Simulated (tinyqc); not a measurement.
# n-type polysilicon, carrier trapping at grain boundaries: two studies

One-dimensional grains of size Lg, uniform ionised doping N, monovalent traps Qt at each boundary at a depth Et below (for electrons) or above (for holes) the band edge there, abrupt depletion of width W on each side of a boundary, Boltzmann statistics. xi is the distance from the band edge at the grain centre to the Fermi level. Trapped charge Qt/(1 + exp((xi + VB - Et)/Vt)) = 2 N W, barrier VB = q N W^2/(2 eps0 eps_r).

Values chosen for this exercise; values of the order met in polycrystalline silicon: temperature T = 350 K; relative permittivity eps_r = 11.7; conduction-band density of states at T NB = 3.53e19 cm^-3; grain size Lg = 52 nm; trap density of a grain boundary Qt = 3.1e12 cm^-2; depth of the trap level from the majority band edge at the boundary Et = 0.45 eV; mass for thermionic emission ms = 0.46 m0; correction factor of the emission rate fe = 0.25; mobility inside the grains mug = 89 cm^2/(V s); doping N = 2.1e18 cm^-3.

Constants: q = 1.602176634e-19 C, kB = 1.380649e-23 J/K, m0 = 9.1093837015e-31 kg, Vt = kB T/q, eps0 = 8.8541878128e-14 F/cm where lengths are in cm. Results are converted to the units shown.

Each table varies one quantity; the others keep the values above.

## Effect of the doping

If the trap equation with xi = Vt ln(NB/N) has a root W < Lg/2, the grain is partly depleted; otherwise W = Lg/2 and the trap equation gives xi = Et - VB + Vt ln(Qt/(N Lg) - 1). N* = Qt/Lg. n0 = NB exp(-xi/Vt); mean density n0 (1 - 2 W/Lg) by charge balance in a partly depleted grain, and n0 (sqrt(pi)/2) erf(u)/u with u = sqrt(VB/Vt) in a fully depleted one; v = sqrt(kB T/(2 pi ms m0)); barrier resistivity Vt exp(VB/Vt)/(q fe n0 v Lg); grain resistivity (1 - 2 W/Lg)/(q n0 mug); effective mobility 1/(q mean density total resistivity). Rows with xi above 0.45 V, towards mid-gap, are left out, since the other carrier type is ignored.

Results:
columns A: N (cm^-3); B: N/N*; C: depleted share 2 W/Lg; D: VB (V); E: xi (V); F: mean density (cm^-3); G: resistivity (ohm cm); H: effective mobility (cm^2/(V s))
```
A            B        C        D        E         F        G       H
1.1e17  0.1845    1.000  0.05750   0.4373  1.085e13  1.277e4   45.04
2.1e17  0.3523    1.000   0.1098   0.3586  1.117e14     5314   10.51
4.1e17  0.6877    1.000   0.2143   0.2119  1.044e16     1312  0.4556
1.5e18   2.516   0.3972   0.1237  0.09526  9.041e17    1.392   4.961
2.9e18   4.865   0.2056  0.06406  0.07538  2.304e18   0.1167   23.22
5.5e18   9.226   0.1084  0.03378  0.05607  4.904e18  0.03020   42.14
1.1e19   18.45  0.05420  0.01689  0.03517  1.040e19  0.01141   52.58
```

Estimate the missing row, N = 7.8e17 cm^-3.

Computed row:
columns A: N (cm^-3); B: N/N*; C: depleted share 2 W/Lg; D: VB (V); E: xi (V); F: mean density (cm^-3); G: resistivity (ohm cm); H: effective mobility (cm^2/(V s))
```
A           B       C       D       E         F      G       H
7.8e17  1.308  0.7443  0.2259  0.1150  1.994e17  77.58  0.4034
```

With this row back in the table: As N goes from 1.1e17 to 1.1e19, VB goes from 0.0575 through a maximum of 0.226 (at N = 7.8e17 among the rows listed) to 0.0169 V, the resistivity falls from 12800 to 0.0114 ohm cm and the effective mobility goes from 45.0 through a minimum of 0.403 (at N = 7.8e17 among the rows listed) to 52.6 cm^2/(V s). The steepest fall of the resistivity among the rows, as N^(-6.1), lies between N = 7.8e17 and 1.5e18 cm^-3; N* = 5.96e17 cm^-3. While the grain is fully depleted VB grows as N; once the traps are full it falls as 1/N. For N = 2.9e18, 5.5e18, 1.1e19 xi is under 2.5 Vt, where Boltzmann statistics begin to fail. For N = 1.1e19 VB is below Vt, where abrupt depletion and thermionic emission are rough. For N = 7.8e17 the grain is near the changeover between partial and full depletion, within a few Debye lengths, where both limits are rough.

## Effect of the grain size

Same model as above.

N* = Qt/Lg.

Effect of the grain size:
columns A: Lg (nm); B: N/N*; C: depleted share 2 W/Lg; D: VB (V); E: xi (V); F: mean density (cm^-3); G: resistivity (ohm cm); H: effective mobility (cm^2/(V s))
```
A         B        C        D        E         F        G      H
10   0.6774    1.000  0.04060   0.3870  6.482e13     7156  13.46
17    1.152   0.8683  0.08845  0.08511  2.767e17   0.9289  24.29
31    2.100   0.4761  0.08845  0.08511  1.100e18   0.5245  10.82
53    3.590   0.2785  0.08845  0.08511  1.515e18   0.3206  12.85
94    6.368   0.1570  0.08845  0.08511  1.770e18   0.1953  18.05
160   10.84  0.09225  0.08845  0.08511  1.906e18   0.1285  25.47
290   19.65  0.05090  0.08845  0.08511  1.993e18  0.08589  36.46
500   33.87  0.02952  0.08845  0.08511  2.038e18  0.06384  47.97
```

As Lg goes from 10 to 500, VB rises from 0.0406 to 0.0885 V, the resistivity falls from 7160 to 0.0638 ohm cm and the effective mobility moves up and down between 10.8 and 48.0 cm^2/(V s). For Lg = 17 the grain is near the changeover between partial and full depletion, within a few Debye lengths, where both limits are rough.

Computed by the program tinyqc: `OMP_NUM_THREADS=1 python tinyqc.py 2830177 2830178 out.jsonl`, one thread of a shared Intel Xeon 2.30GHz, about 0.01 s for the whole run.
